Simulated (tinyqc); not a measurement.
Compensation sets the slope of the freeze-out: donors with valley-orbit split 1s states.

Each donor binds at most one electron, in any of its states. For a site s, W_s = sum over its states of g exp(E/kT), and the ionised share is 1/(1 + W_s exp(eta)), eta = (EF - Ec)/kT; n = Nc F_1/2(eta); neutrality n + NA = ND x (mean ionised share); holes are neglected. Nc from N = 2 (m kB T/(4 pi c))^(3/2) with c = hbar^2/2m0, in 1/angstrom^3; times 1e24 for 1/cm^3, m = md. F_j(eta) = (1/Gamma(j + 1)) integral_0^infinity x^j dx/(1 + exp(x - eta)), which tends to exp(eta) for eta << 0.

Constants: hbar^2/2m0 = 3.80998211 eV angstrom^2; kB = 8.617333262e-05 eV/K.

Values chosen for the exercise (near those of P in Si; the results hold for these values, not for the real material): md = 1.053 m0 (density-of-states mass of the conduction band); E = (45.9, 34.5, 32.7) meV (binding energies of 1s(A1), 1s(T2), 1s(E)); g = (2, 6, 4) (their degeneracies with spin); ND = 9.5e+16 1/cm^3 (donors).

NA = K ND. The slope energy is -d ln(n T^(-p))/d(1/kT) between 30 and 36 K, with p = 3/4 for K = 0 and p = 3/2 otherwise.

Results:

| K | n(30 K) (1/cm^3) | n(36 K) (1/cm^3) | slope energy (meV) |
|---|---|---|---|
| 0 | 2.75e+13 | 1.35e+14 | 22.54 |
| 0.0010 | 7.38e+12 | 9.54e+13 | 35.46 |
| 0.010 | 7.87e+11 | 1.86e+13 | 44.80 |
| 0.050 | 1.51e+11 | 3.63e+12 | 45.08 |
| 0.20 | 3.18e+10 | 7.66e+11 | 45.09 |
| 0.50 | 7.96e+09 | 1.91e+11 | 45.09 |

Without acceptors the slope is 22.54 meV, against half the ground-state energy, 22.95; with K = 0.05 it is 45.08 meV, against the full 45.9. The full energy (less a few meV where excited levels lie within a few kT) shows where n is far below NA, since the acceptors then hold EF near the donor level: n(36 K)/NA is 1 for K = 0.001 and 0.00077 for K = 0.05; for K = 0.001 the sample is still in or near the uncompensated regime, where p = 3/2 is the wrong power, so that slope means little.

tinyqc: `OMP_NUM_THREADS=1 python tinyqc.py 1651155 1651156 out.jsonl`; about 0.01 s, one thread, shared Intel(R) Xeon(R) Processor @ 2.30GHz.
